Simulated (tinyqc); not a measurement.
Metal-interlayer-semiconductor contact, depinning against tunnelling resistance: one step of the calculation.

Zero bias, n-type semiconductor. Gap states at the semiconductor surface thin out as exp(-be ti), which unpins the barrier; electrons must then cross the interlayer (a rectangular barrier, no voltage drop across it) and the parabolic depleted layer, both by WKB. Energies E are counted from the Fermi level; no image force, parabolic bands.

Question. Exponents and integrand on an energy grid. With U = phiB - xi: for xi < E < phiB, y = (E - xi)/U and G1 = (U/E00) [sqrt(1 - y) - y ln((1 + sqrt(1 - y))/sqrt(y))], G1 = 0 above phiB; G2 = 2 ti sqrt(mi max(phiB + dE - E, 0)/C), C = hbar^2/(2 m0); f = 1/(1 + exp(E/Vt)); integrand exp(-G1 - G2) f.

Values chosen for this exercise; semiconductor values close to those of gallium arsenide; interlayer mass of the order of that in lanthanum oxide, offset chosen freely: temperature T = 250 K; interlayer thickness ti = 1 nm; conduction-band offset of the interlayer above the semiconductor dE = 2.05 eV; tunnelling mass in the interlayer mi = 0.31 m0.

Constants: q = 1.602176634e-19 C, kB = 1.380649e-23 J/K, hbar = 1.054571817e-34 J s, m0 = 9.1093837015e-31 kg, Vt = kB T/q, hbar^2/(2 m0) = 0.0380998212 eV nm^2. Results are converted to the units shown.

E, point 0 to 16 (eV): 0.01  0.04125  0.0725  0.10375  0.135  0.16625  0.1975  0.22875  0.26  0.29125  0.3225  0.35375  0.385  0.41625  0.4475  0.47875  0.51
phiB = 0.53711288 eV
xi = -0.042825050 eV
E00 = 0.018892480 eV

Wanted: G1; G2; f; integrand.

Answer.

```
point	G1	G2	f	integrand (1e-13)
0	24.044	9.1583	0.38599	0.0147
1	21.174	9.1026	0.12845	0.0912
2	18.644	9.0466	0.033397	0.3148
3	16.367	8.9902	0.0080350	0.7807
4	14.296	8.9335	0.0018954	1.5468
5	12.400	8.8764	4.4499e-4	2.5607
6	10.659	8.8189	1.0436e-4	3.6274
7	9.058	8.7610	2.4468e-5	4.4638
8	7.589	8.7028	5.7363e-6	4.8214
9	6.243	8.6442	1.3448e-6	4.6036
10	5.017	8.5851	3.1527e-7	3.9040
11	3.906	8.5257	7.3912e-8	2.9480
12	2.912	8.4658	1.7328e-8	1.9829
13	2.036	8.4055	4.0623e-9	1.1855
14	1.284	8.3448	9.5235e-10	0.6265
15	0.667	8.2837	2.2327e-10	0.2894
16	0.209	8.2220	5.2342e-11	0.1141
```

Computed by the program tinyqc: `OMP_NUM_THREADS=1 python tinyqc.py 2270174 2270175 out.jsonl`, one thread of a shared Intel Xeon 2.30GHz, about 0.03 s for the whole run.
